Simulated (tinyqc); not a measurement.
# From Frank-Read stress back to source length l

Model: straight dislocations in isotropic elasticity: fields, energies, partials, Peierls stress and walls. Computed by tinyqc, a small Python program. Command: `OMP_NUM_THREADS=1 python tinyqc.py 3025748 3025749 out.jsonl disloc inv`. One thread of a shared host (Intel(R) Xeon(R) Processor @ 2.30GHz), about 0.02 s of CPU time with the checks.

The line runs along z, the glide plane is y = 0, and beta is the angle between b and the line (0 screw, 90 degrees edge): b_e = b sin(beta) along +x with the extra half plane at y > 0, b_s = b cos(beta). Stress is positive in tension.

Inputs (values chosen for the exercise, for a model fcc or diamond crystal):

| quantity | value | unit |
|---|---|---|
| shear modulus G | 37.6 | GPa |
| Poisson ratio nu | 0.208 | - |
| Burgers vector b | 4.241 | angstrom |
| dislocation density rho | 2.3e+13 | 1/m^2 |
| core radius r0/b | 0.5 | - |

Method. Frank-Read source, averaged over the loop: tau = G b/(2 pi l) [(1 - nu/2)/(1 - nu)] ln(l/r0). Taylor hardening: tau = 0.3 G b sqrt(rho).

Problem. A run gave the result below. Find the source length l, known to lie between 290 and 440 nm.

Frank-Read stress = 57.84222 MPa

Solution.

Each step takes the trial c = (a f_b - b f_a)/(f_b - f_a), f being the result less the target and a, b, c the logarithms of the listed values; c replaces end b, the old b replaces a if the sign of f changed, and otherwise f_a is halved.

Scan of the range:

| source length l (nm) | Frank-Read stress (MPa) |
|---|---|
| 290 | 71.4903 |
| 311 | 67.3084 |
| 333 | 63.4509 |
| 357 | 59.7450 |
| 383 | 56.2162 |
| 410 | 52.9912 |
| 440 | 49.8390 |

False position (Illinois rule, in the logarithm of the input) inside the bracket:

| step | end a | end b | trial | Frank-Read stress (MPa) |
|---|---|---|---|---|
| 1 | 357.000 | 383.000 | 370.793 | 57.8162 |
| 2 | 357.000 | 370.793 | 370.419 | 57.8668 |
| 3 | 370.793 | 370.419 | 370.600 | 57.8422 |
| 4 | 370.419 | 370.600 | 370.600 | 57.8422 |

Frank-Read stress falls at every point of a 13-point scan of the range (every second point is shown), so one value fits; it is bracketed by 357 and 383. Answer: source length l = 370.6 nm.

Caution: the source is longer than the mean dislocation spacing 1/sqrt(rho), so the forest would pin it into shorter segments and its stress is only formal.
